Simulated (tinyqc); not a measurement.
# Short-channel transistor, virtual-source model with series resistance: two studies

The current per gate width is the charge at the top of the source barrier (the virtual source) times its velocity times a saturation function; al and be are fitting constants of the model. Units: I in uA/um, Rs in ohm um, so I Rs = 1e-6 I Rs in volts; Q in uC/cm^2, so I = 1e-4 Q vx0 Fsat with vx0 in cm/s.

Values chosen for this exercise:
- T = 273 K (temperature)
- Cinv = 2.91 uF/cm^2 (inversion capacitance)
- vx0 = 5.37e6 cm/s (velocity at the virtual source)
- mu = 1400 cm^2/(V s) (apparent mobility)
- L = 16 nm (channel length)
- VT0 = 0.307 V (threshold at zero drain voltage)
- dl = 0.081 V/V (drain-induced barrier lowering)
- n0 = 1.28 (subthreshold factor)
- nd = 0.1 1/V (growth of n with drain voltage)
- al = 3.5 (threshold shift (in units of Vt) from weak to strong inversion)
- be = 1.6 (sharpness of saturation)
- Rs = 150 ohm um (series resistance of each contact)

Constants: q = 1.602176634e-19 C, kB = 1.380649e-23 J/K, Vt = kB T/q. Results are converted to the units shown.

Each table varies one quantity; the others keep the values above.

## Effect of the apparent mobility on the on and off currents

Intrinsic voltages Vg' = Vgs - I Rs, Vd' = Vds - 2 I Rs. n = n0 + nd Vd', VT = VT0 - dl Vd', Ff = 1/(1 + exp((Vg' - VT + al Vt/2)/(al Vt))), Q = Cinv n Vt ln(1 + exp((Vg' - VT + al Vt Ff)/(n Vt))), Vdsat = (vx0 L/mu)(1 - Ff) + Vt Ff, Fsat = u/(1 + u^be)^(1/be) with u = Vd'/Vdsat, and I = Q vx0 Fsat per width. I is solved self-consistently. Ion is I at Vgs = Vds = 0.6 V, Ioff at Vgs = 0, Vds = 0.6 V, and Rlin = Vds/I at Vgs = 0.6 V, Vds = 0.05 V.

Effect of the apparent mobility on the on and off currents:

| mu (cm^2/(V s)) | Ion (uA/um) | Ioff (nA/um) | log10(Ion/Ioff) | Rlin (ohm um) |
|---|---|---|---|---|
| 50 | 387.5 | 154.0 | 3.401 | 691.7 |
| 85 | 405.9 | 154.2 | 3.420 | 538.0 |
| 140 | 414.4 | 154.3 | 3.429 | 449.5 |
| 240 | 418.6 | 154.4 | 3.433 | 390.6 |
| 410 | 420.4 | 154.4 | 3.435 | 355.0 |
| 700 | 421.2 | 154.5 | 3.436 | 333.5 |
| 1200 | 421.6 | 154.5 | 3.436 | 320.4 |
| 2000 | 421.7 | 154.5 | 3.436 | 312.9 |

As mu goes from 50 to 2000 cm^2/(V s), Ion rises from 388 to 422 uA/um, Ioff stays near 154 nA/um and Rlin falls from 692 to 313 ohm um. Ion changes by a factor of 1.09 and Ioff by 1.00. Below threshold Vdsat is near Vt, so L and mu hardly reach the off current.

## Effect of the channel length on the on and off currents

Same model as above.

mu, vx0, VT0, dl and n0 are held fixed.

Effect of the channel length on the on and off currents:

| L (nm) | Ion (uA/um) | Ioff (nA/um) | log10(Ion/Ioff) | Rlin (ohm um) |
|---|---|---|---|---|
| 10 | 421.74 | 154.48 | 3.4362 | 311.73 |
| 15 | 421.65 | 154.47 | 3.4361 | 316.75 |
| 24 | 421.45 | 154.46 | 3.4359 | 325.67 |
| 36 | 421.11 | 154.45 | 3.4356 | 337.33 |
| 55 | 420.42 | 154.43 | 3.4349 | 355.36 |
| 85 | 419.04 | 154.41 | 3.4336 | 383.03 |
| 130 | 416.41 | 154.36 | 3.4310 | 423.28 |
| 200 | 411.31 | 154.29 | 3.4258 | 484.06 |

What does the table show?

As L goes from 10 to 200 nm, Ion falls from 422 to 411 uA/um, Ioff stays near 154 nA/um and Rlin rises from 312 to 484 ohm um. Ion changes by a factor of 0.975 and Ioff by 0.999. Below threshold Vdsat is near Vt, so L and mu hardly reach the off current. At L = 200 nm the channel is long for this model, whose fixed vx0 belongs to short devices.

Numbers from tinyqc (`OMP_NUM_THREADS=1 python tinyqc.py 2380096 2380097 out.jsonl`; about 0.01 s on one thread of a shared Intel Xeon 2.30GHz).
